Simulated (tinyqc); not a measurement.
## Floating body of a partially depleted SOI transistor: body voltage and kink: transfer curve and swing

Source at 0 V. Channel current Ic = 2 nf K Vt^2 [F(0) - F(Vd)](1 + la Vd), F(V) = ln^2(1 + exp((Vg - VT - nf V)/(2 nf Vt))), VT = VT0 - gb Vb. Saturation voltage Vs = 2 Vt sqrt(F(0)) + 3 Vt, excess Ve = (Vd - Vs + sqrt((Vd - Vs)^2 + 0.0004 V^2))/2, multiplication M1 = Ai Ve exp(-Bl/Ve). Each junction passes D(v) = J1 (exp(v/Vt) - 1) + J2 (exp(v/(2 Vt)) - 1). Bipolar current Ib = bb J1 (exp(Vb/Vt) - 1). The body settles where M1 (Ic + Ib) = D(Vb) + D(Vb - Vd) + Vb/Rb; drain current Id = (1 + M1)(Ic + Ib) - D(Vb - Vd).

Rows with more than one solution for Vb (latch) are left out; dId/dVd by a forward difference over 1e-4 V, swing = 1e-4 V over the change of log10 Id; M1 under 1e-12 is printed as 0.

Values chosen for this exercise; values of the order met in partially depleted silicon-on-insulator transistors: temperature T = 300 K; threshold at zero body voltage VT0 = 0.45 V; fall of the threshold per volt of body voltage gb = 0.18; slope factor nf = 1.41; gain factor per width K = 420 uA/(V^2 um); channel-length modulation factor la = 0.09 1/V; impact-ionisation prefactor Ai = 1.94 1/V; impact-ionisation voltage Bl = 7.8 V; diffusion saturation current of each junction J1 = 2.4e-12 uA/um; recombination saturation current of each junction J2 = 9.1e-8 uA/um; gain of the lateral bipolar transistor on the diffusion current bb = 3; resistance of a weak body tie to the source (1e9 stands for no tie, and the term is then dropped) Rb = 1e9 kohm um; drain voltage Vd = 1.4 V.

Constants: q = 1.602176634e-19 C, kB = 1.380649e-23 J/K, Vt = kB T/q. Results are converted to the units shown.

Result of one run:
```
Vg (V)	Vb (V)	M1	Id, floating (uA/um)	Id, grounded (uA/um)	ratio	swing, floating (mV/decade)	swing, grounded (mV/decade)
0.2	0.2917	0.006922	0.003731	9.133e-4	4.086	65.72	85.29
```

What becomes of these results when the gate voltage Vg is changed from 0.2 to 0.6 V, all else the same?

Result of the changed run:
```
Vg (V)	Vb (V)	M1	Id, floating (uA/um)	Id, grounded (uA/um)	ratio	swing, floating (mV/decade)	swing, grounded (mV/decade)
0.6	0.5885	0.002354	11.25	4.243	2.652	302.7	206.4
```

The whole series:
```
Vg (V)	Vb (V)	M1	Id, floating (uA/um)	Id, grounded (uA/um)	ratio	swing, floating (mV/decade)	swing, grounded (mV/decade)
0	0.04468	0.007039	4.949e-6	3.988e-6	1.241	82.17	85.98
0.1	0.1208	0.007023	1.091e-4	6.027e-5	1.810	67.19	84.40
0.2	0.2917	0.006922	0.003731	9.133e-4	4.086	65.72	85.29
0.3	0.4486	0.006443	0.09615	0.01297	7.411	80.22	89.09
0.4	0.5358	0.005230	1.017	0.1492	6.815	123.7	102.3
0.5	0.5733	0.003676	4.427	1.072	4.130	200.9	138.2
0.6	0.5885	0.002354	11.25	4.243	2.652	302.7	206.4
0.7	0.5925	0.001408	21.49	10.70	2.008	416.0	300.4
0.8	0.5897	7.875e-4	35.00	20.64	1.695	533.7	407.6
```

Vb goes from 0.0447 through a maximum of 0.593 (at Vg = 0.7 V among the rows listed) to 0.590 V. The smallest swing among the rows is 65.7 mV a decade with a floating body (at Vg = 0.2 V) and 84.4 with a grounded one; Vt ln 10 = 59.5. The floating swing is smaller by more than 3 % for Vg = 0, 0.1, 0.2, 0.3 V, where the rising Vb lowers the threshold as Vg rises. In the first row the floating body raises the current by a factor of 1.24.

Range of the model: The multiplication law is an empirical form chosen for the exercise; self-heating and capacitive coupling to the body are left out, and the linear laws are rough once Vb passes about 0.7 V or M1 about 0.1.

tinyqc, about 0.2 s, one thread, Intel Xeon 2.30GHz (shared host): `OMP_NUM_THREADS=1 python tinyqc.py 2182175 2182176 out.jsonl`
